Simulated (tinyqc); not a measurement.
What each parameter does: interface roughness in a thin film (subband fluctuation and scattering).

Square well of width t, barriers V0, c = hbar^2/2m0: E1 solves k t + 2 atan[(k/mz)/(kappa/mb)] = pi, k = sqrt(mz E/c), kappa = sqrt(mb (V0 - E)/c). One interface is rough, so the subband edge fluctuates by G dt with G = |dE1/dt| (central difference of 0.01 angstrom; 2 E1/t for hard walls).

Gaussian roughness spectrum S(q) = pi D^2 Lc^2 exp(-q^2 Lc^2/4). Degenerate gas, taken to fill one subband (the second starts to fill once c kF^2/md exceeds E2 - E1, which is not tested here): kF = sqrt(2 pi Ns/gv), q = 2 kF sin(theta/2), 1/tau = (md/(2 pi c hbar)) G^2 times the integral from 0 to pi of S(q)(1 - cos theta)/eps(q)^2 dtheta, eps(q) = 1 + qs/q with screening (qs = gv md q0/(c eps), q0 = e^2/(4 pi eps0), form factors left out, which overstates the screening; other scattering is left out too, so these values lie far above measured mobilities in all but the thinnest films) or 1 without; mobility = tau c2/md with c2 = e/m0 = 1.75882e15 cm^2/(V s^2); 1e12/cm^2 = 1e-4/angstrom^2.

Constants: hbar^2/2m0 = 3.80998211 eV angstrom^2; hbar = 6.58211957e-16 eV s; e^2/(4 pi eps0) = 14.39964547 eV angstrom.

Values chosen for the exercise (near those of a thin Si channel on (100), two-fold valleys; the results hold for these values, not for the real material): t = 16 angstrom (film thickness); mz = 0.936 m0 (confinement mass); V0 = 3.02 eV (barrier); mb = 0.48 m0 (barrier mass); md = 0.191 m0 (mass in the plane); gv = 2 (valleys); D = 2.2 angstrom (rms height of the roughness); Lc = 28 angstrom (correlation length); Ns = 10 x 1e12/cm^2 (sheet density); eps = 7.4 (mean dielectric constant at the channel).

G, G D, and the screened mobility.

One parameter was then changed.

Results before and after:

| case | G (meV/angstrom) | G D (meV) | mobility (cm^2/(V s)) |
|---|---|---|---|
| base | 14.483 | 31.86 | 5742 |
| changed | 6.047 | 13.30 | 3.294e+04 |

Which of these changes was made? (a) Ns = 16 x 1e12/cm^2; (b) Lc = 36 angstrom; (c) t = 22 angstrom; (d) D = 2.86 angstrom; (e) md = 0.22 m0; (f) mz = 1.076 m0; (g) V0 = 2.11 eV; (h) eps = 8.9.

Answer: (c) t = 22 angstrom. Of the candidates, run in turn, only this one gives the changed row.

All candidates:

| case | G (meV/angstrom) | G D (meV) | mobility (cm^2/(V s)) |
|---|---|---|---|
| base | 14.483 | 31.86 | 5742 |
| t = 22 angstrom | 6.047 | 13.30 | 3.294e+04 |
| D = 2.86 angstrom | 14.483 | 41.42 | 3398 |
| Lc = 36 angstrom | 14.483 | 31.86 | 9484 |
| Ns = 16 x 1e12/cm^2 | 14.483 | 31.86 | 1.055e+04 |
| mz = 1.076 m0 | 13.087 | 28.79 | 7032 |
| md = 0.22 m0 | 14.483 | 31.86 | 5278 |
| V0 = 2.11 eV | 13.649 | 30.03 | 6465 |
| eps = 8.9 | 14.483 | 31.86 | 4488 |

In the base case G D is 0.51 times EF - E1 = 62.7 meV.

Computed by tinyqc, a small Python program: `OMP_NUM_THREADS=1 python tinyqc.py 1251851 1251852 out.jsonl` (the numbers bound the seed that draws the inputs); one thread of a shared host (Intel(R) Xeon(R) Processor @ 2.30GHz), about 0.01 s for the whole set of steps.
